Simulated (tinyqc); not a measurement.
Comparisons within one model: free-carrier optics of a doped semiconductor (Drude model with one polar phonon). A value that a table varies takes the place of the one given here.

eps(E) = ei [1 - Ep^2/(E^2 + i E Gam)] + (es - ei) wT^2/(wT^2 - E^2 - i E gT), with Ep^2 = 8 pi c (e^2/(4 pi eps0)) N/(m ei), c = hbar^2/2m0, N in 1/angstrom^3 (1e-24 per 1/cm^3); Gam = hbar/tau, tau = mu m m0/e with m0/e = 5.685630e-12 kg/C and mu in m^2/(V s). Energies in meV.

n + i k = sqrt(eps1 + i eps2) with k >= 0; R = ((n - 1)^2 + k^2)/((n + 1)^2 + k^2) at normal incidence from vacuum; alpha = 2 E k/(hbar c), times 1e8 for 1/cm; loss function Im(-1/eps) = eps2/(eps1^2 + eps2^2).

Constants: hbar^2/2m0 = 3.80998211 eV angstrom^2; e^2/(4 pi eps0) = 14.39964547 eV angstrom; hbar = 6.58211957e-16 eV s; hbar c = 1973.269805 eV angstrom.

Values chosen for the exercise (mass and dielectric values near those of SiC; N and mu are free inputs; interband absorption and the rise of the mass with filling are left out; shifted at random, so the results belong to these values and not to a real crystal):
```
symbol  value    unit        meaning
m       0.421    m0          conductivity mass
ei      6.35                 high-frequency dielectric constant
wT      100.4    meV         TO phonon
es      9.63                 static dielectric constant
N       1.2e+20  1/cm^3      carrier density
mu      74       cm^2/(V s)  mobility
gT      0.3      meV         phonon damping
E       367      meV         photon energy
```

## The coupled modes against doping

L-, L+ solve E^4 - (wL^2 + Ep^2) E^2 + Ep^2 wT^2 = 0, wL = wT sqrt(es/ei); damping left out; energies in meV.

Modes:
```
N (1/cm^3)      Ep     L-      L+  Ep sqrt(ei/es)
9.0e+17      21.55  17.40  124.29           17.50
3.0e+18      39.34  31.37  125.90           31.94
9.0e+18      68.13  52.14  131.19           55.33
2.0e+19     101.57  71.15  143.32           82.47
3.0e+19     124.39  80.02  156.07          101.01
6.0e+19     175.92  90.57  195.02          142.85
1.0e+20     227.11  94.77  240.59          184.42
3.0e+20     393.36  98.64  400.36          319.42
9.0e+20     681.32  99.83  685.21          553.25
```

wL = 123.64 meV

What can be read from the table?

At low density L- follows Ep sqrt(ei/es) (17.40 against 17.50), a plasmon screened by the lattice, and L+ starts at wL. At the highest density L- has come within 0.57 meV of wT, since the carriers screen the field that lifts wL, and L+ is within 3.89 meV of Ep. The branches are closest, 72.17 meV, at 2e+19 1/cm^3 of those listed. The mass is held fixed, while in a real band it rises with filling.

## Reflectance across the plasma edge

Spectrum:
```
E (meV)     eps1    eps2      R  alpha (1/cm)
24.9     -186.58  293.14  0.902      4.12e+04
74.6      -42.91   28.22  0.854      5.19e+04
124.4     -23.09    7.01  0.891      6.13e+04
174.1      -7.69    2.65  0.813      4.96e+04
211.5      -3.13    1.50  0.688      3.89e+04
248.8      -0.50    0.93  0.322      2.22e+04
273.7       0.69    0.70  0.040      1.06e+04
311.0       1.96    0.48  0.034      5.35e+03
373.2       3.30    0.28  0.085      2.90e+03
497.6       4.63    0.12  0.134      1.38e+03
746.3       5.59    0.04  0.164           561
1243.9      6.07    0.01  0.179           194
```

How do the results move?

Ep = 248.8 meV and Gam = 37.2 meV. R is 0.902 at the lowest energy and lowest, 0.034, at 311.0 meV of those listed; without damping and phonon it would vanish at Ep sqrt(ei/(ei - 1)) = 271.0 meV. At the highest energy R is 0.179, against 0.186 for ei alone. Between the last two rows alpha goes as E^-2.08, where the Drude limit far above Ep and Gam is E^-2. Inside the metallic range the phonon cuts a dip in R near L-, below wT = 100.4 meV, which the rows may miss.

## Free-carrier absorption and index change in the near infrared

At the wavelengths listed E = hc/lambda (hc = 1239.841984 eV nm). Approximate forms: alpha = ei Ep^2 Gam/(E^2 sqrt(ei) hbar c) and dn = -sqrt(ei) Ep^2/(2 E^2). The phonon term is left out here.

Free carriers:
```
lambda (micrometre)  E (meV)  alpha (1/cm)  alpha, approximate       dn  dn, approximate
1.31                   946.4           339                 328  -0.0885          -0.0871
1.55                   799.9           482                 459   -0.125           -0.122
2.00                   619.9           831                 764   -0.211           -0.203
3.00                   413.3      2.13e+03            1.72e+03   -0.502           -0.457
5.00                   248.0      1.63e+04            4.78e+03    -1.80            -1.27
8.00                   155.0      4.84e+04            1.22e+04    -1.92            -3.25
10.60                  117.0      5.38e+04            2.15e+04    -1.61            -5.70
```

What can be read from the table?

At 1.55 micrometre alpha = 482 1/cm and dn = -0.125; a phase shift of pi needs a length lambda/(2 |dn|) = 6.22 micrometre, over which the loss is 1.30 dB. The approximate alpha is within 5 % up to 1.55 micrometre of the wavelengths listed; it needs photon energies well above both Ep and Gam, which lie at 5.0 and 33.4 micrometre. Interband and intervalley absorption are left out.

## What moves the optical constants

At the energy E. Each row changes one parameter from the base and keeps the others.

Results:
```
case                  Ep (meV)  Gam (meV)       R  alpha (1/cm)
base                    248.78      37.16  0.0809      3.04e+03
N = 1.8e+20 1/cm^3      304.70      37.16  0.0253      6.12e+03
m = 0.5052 m0           227.11      30.97  0.0991      1.98e+03
mu = 44.4 cm^2/(V s)    248.78      61.93  0.0847      4.93e+03
ei = 6.67               242.74      37.16  0.0946      2.89e+03
E = 440.4 meV           248.78      37.16  0.1171      1.86e+03
```

How do the results move?

The largest shifts from the base row, up to three for each result and ties (the steps differ in size, so this ranks the rows, not the parameters). Ep (meV): N +55.91, m -21.68, ei -6.04; unchanged at the printed digits by mu and E. Gam (meV): mu +24.77, m -6.19; unchanged at the printed digits by N, ei and E. R: N -0.0556, E +0.0362, m +0.0181. alpha (1/cm): N +3.08e+03, mu +1.89e+03, E -1.18e+03.

Program tinyqc; command `OMP_NUM_THREADS=1 python tinyqc.py 1651886 1651887 out.jsonl`; about 0.01 s on one thread of a shared Intel(R) Xeon(R) Processor @ 2.30GHz.
